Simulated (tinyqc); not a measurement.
Inputs raised by 5 %, one at a time: size effects in the resistivity of thin metal films and interconnect lines. Computed by tinyqc, a small Python program. Command: `OMP_NUM_THREADS=1 python tinyqc.py 3011811 3011812 out.jsonl size sens`. One thread of a shared host (Intel(R) Xeon(R) Processor @ 2.30GHz), about 0.02 s of CPU time with the checks.

Electrons lose their drift at surfaces (a share 1 - p of the hits) and at grain boundaries (reflection R), besides bulk scattering. The line sits in a trench with a non-conducting liner on both walls and the bottom; the spacing equals the drawn width.

Inputs (values chosen for the exercise, modelled on cobalt):
```
quantity                          value         unit
bulk resistivity rho_b             6.28  microohm cm
bulk mean free path lambda         12.2           nm
specularity p                      0.67            -
grain-boundary reflection R        0.47            -
drawn line width w                   68           nm
grain size over metal width         1.1            -
aspect ratio (height over width)    2.3            -
liner thickness t                     1           nm
line length                         2.7   micrometre
permittivity of the dielectric k    2.2            -
```

Geometry: line.

Constants: eps_0 = 8.8541878128e-12 F/m.

Method:
- Metal width w_m = w - 2t, height h_m = (aspect ratio) w - t, grain size D = (ratio) w_m.
- Mayadas-Shatzkes: alpha = (lambda/D) R/(1 - R); rho_b/rho = 1 - 3 alpha/2 + 3 alpha^2 - 3 alpha^3 ln(1 + 1/alpha).
- Fuchs-Sondheimer film: rho_b/rho = 1 - (3/(2 kappa))(1 - p) int_0^1 (s - s^3)(1 - exp(-kappa/s))/(1 - p exp(-kappa/s)) ds, f = rho/rho_b, kappa = thickness/lambda, 80 Gauss-Legendre points.
- Line: the excess of a film of thickness w_m and of a film of thickness h_m are added, rho/rho_b = 1 + (f(w_m) - 1) + (f(h_m) - 1), an estimate that holds best when both sides exceed lambda.
- Total: rho = rho_b [1 + surface excess + grain excess]; resistance per length rho/(w_m h_m); capacitance per length C = 2 k eps_0 (aspect ratio + 1/2), a parallel-plate estimate for two neighbours plus a fixed term for the planes above and below; delay 0.38 R C L^2; effective resistivity per drawn area.

Runs; columns: (1) input moved; (2) from; (3) to; (4) resistivity rho (microohm cm); (5) resistance per length (ohm/micrometre); (6) RC delay (ps); (7) rho/rho_b from grains:
```
(1)                                (2)    (3)    (4)    (5)       (6)    (7)
base run                             -      -  7.841  7.645  0.002310  1.215
bulk mean free path lambda (nm)   12.2  12.81  7.918  7.720  0.002333  1.226
drawn line width w (nm)             68   71.4  7.766  6.856  0.002072  1.205
grain size over metal width        1.1  1.155  7.778  7.584  0.002292  1.205
aspect ratio (height over width)   2.3  2.415  7.838  7.276  0.002289  1.215
liner thickness t (nm)               1   1.05  7.843  7.661  0.002315  1.216
line length (micrometre)           2.7  2.835  7.841  7.645  0.002547  1.215
permittivity of the dielectric k   2.2   2.31  7.841  7.645  0.002426  1.215
```

Exponents ln(y'/y) / ln(x'/x):
```
input                             resistivity rho  resistance per length  RC delay  rho/rho_b from grains
bulk mean free path lambda                  0.199                  0.199     0.199                  0.177
drawn line width w                         -0.197                 -2.233    -2.233                 -0.175
grain size over metal width                -0.165                 -0.165    -0.165                 -0.170
aspect ratio (height over width)           -0.008                 -1.014    -0.189                  0.000
liner thickness t                           0.006                  0.044     0.044                  0.005
line length                                 0.000                  0.000     2.000                  0.000
permittivity of the dielectric k            0.000                  0.000     1.000                  0.000
```

Among the inputs moved here: resistivity rho answers most in size to bulk mean free path lambda (exponent +0.199), and about equally to drawn line width w (-0.197); its exponent is below 0.0005 for line length, permittivity of the dielectric k. Resistance per length answers most in size to drawn line width w (exponent -2.233), next to aspect ratio (height over width) (-1.014); its exponent is below 0.0005 for line length, permittivity of the dielectric k. RC delay answers most in size to drawn line width w (exponent -2.233), next to line length (+2.000). Its exponent +2.000 in line length: a distributed RC line. rho/rho_b from grains answers most in size to bulk mean free path lambda (exponent +0.177), and about equally to drawn line width w (-0.175); its exponent is below 0.0005 for aspect ratio (height over width), line length, permittivity of the dielectric k.
